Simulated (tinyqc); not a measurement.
Comparisons within one model: free and nearly free electrons in a metal. A value that a table varies takes the place of the one given here.

The cubic cell holds 2 atoms: n = 2 z/a^3, kF = (3 pi^2 n)^(1/3), EF = c kF^2/m, vF = 2 c kF/(m hbar), c = hbar^2/2m0; rs = (3/(4 pi n))^(1/3)/a0; D(EF) = 3 n/(2 EF).

Square wire of width w with grain size w: rho/rho0 = 1/(1 - 3 al/2 + 3 al^2 - 3 al^3 ln(1 + 1/al)) + (3/4) (1 - p) l/w, with al = (l/w) Rg/(1 - Rg) (Mayadas-Shatzkes plus the thick-wire form of Fuchs-Sondheimer); l = hbar kF/(n e^2 rho), e = 1.602176634e-19 C.

Constants: hbar^2/2m0 = 3.80998211 eV angstrom^2; hbar = 6.58211957e-16 eV s; a0 (Bohr radius) = 0.5291772105 angstrom.

Inputs chosen for the exercise (near those of W, whose d bands this model ignores; shifted at random, so the results belong to these values and not to a real crystal):
```
symbol  value  unit          meaning
a       3.195  angstrom      bcc lattice constant
z       2                    free electrons an atom
m       1      m0            mass
rho     5.55   micro-ohm cm  bulk resistivity
p       0                    specularity of the surfaces
Rg      0.36                 reflection at grain boundaries
w       10     nm            wire width
```

## Resistivity of narrow wires

Wires:
```
w (nm)     al  grain term (factor - 1)  surface term  rho (micro-ohm cm)
200     0.026                    0.039         0.035                5.96
100     0.052                    0.077         0.070                6.36
50      0.104                    0.152         0.139                7.17
30      0.174                    0.250         0.232                8.23
20      0.261                    0.372         0.348                9.54
14      0.373                    0.526         0.497               11.23
10      0.522                    0.730         0.696               13.47
7       0.745                    1.034         0.994               16.81
```

l = 9.28 nm

At 7 nm the resistivity is 3.03 times the bulk value; grain boundaries add more (1.03 from grains, 0.99 from surfaces). It passes twice the bulk value between 20 and 14 nm. The surface formula is meant for w above l = 9 nm, so the rows below that are rough.

## What sets the wire resistivity

All results formed anew. Each row changes one parameter from the base and keeps the others.

Results:
```
case                     EF (eV)  l (nm)  wire rho (micro-ohm cm)
base                       9.001    9.28                   13.465
a = 3.291 angstrom         8.484    9.84                   13.941
m = 1.2 m0                 7.501    9.28                   13.465
rho = 6.66 micro-ohm cm    9.001    7.73                   14.595
p = 0.3                    9.001    9.28                   12.307
Rg = 0.252                 9.001    9.28                   11.872
w = 7 nm                   9.001    9.28                   16.806
```

The largest shifts from the base row, up to three for each result and ties (the steps differ in size, so this ranks the rows, not the parameters). EF (eV): m -1.500, a -0.517; unchanged at the printed digits by rho, p, Rg and w. l (nm): rho -1.55, a +0.57; unchanged at the printed digits by m, p, Rg and w. wire rho (micro-ohm cm): w +3.341, Rg -1.593, p -1.158; unchanged at the printed digits by m. The mass drops out of l at given rho, because vF falls and tau rises by the same factor.

Computed by tinyqc, a small Python program: `OMP_NUM_THREADS=1 python tinyqc.py 1681983 1681984 out.jsonl` (the numbers bound the seed that draws the inputs); one thread of a shared host (Intel(R) Xeon(R) Processor @ 2.30GHz), about 0.01 s for the whole set of steps.
